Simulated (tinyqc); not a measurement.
## Via and link resistance from two via chains

Problem. A chain of 1000 vias joined by 1000 metal links has R = 1000 (Rv + Rlink), with Rlink proportional to the link length. Find Rv, Rlink for length L, and the value of Rv that the short chain would give if the links were ignored.

resistance of chains of 1000 links with link lengths L and 3 L (ohm): 19700  29100

Solution. R per link is a straight line in the link length; its intercept at zero length is Rv.

Rv = 15.00 ohm
Rlink = 4.700 ohm
Rv without correction = 19.70 ohm

tinyqc, about 0.01 s, one thread, Intel Xeon 2.30GHz (shared host): `OMP_NUM_THREADS=1 python tinyqc.py 2750009 2750010 out.jsonl`
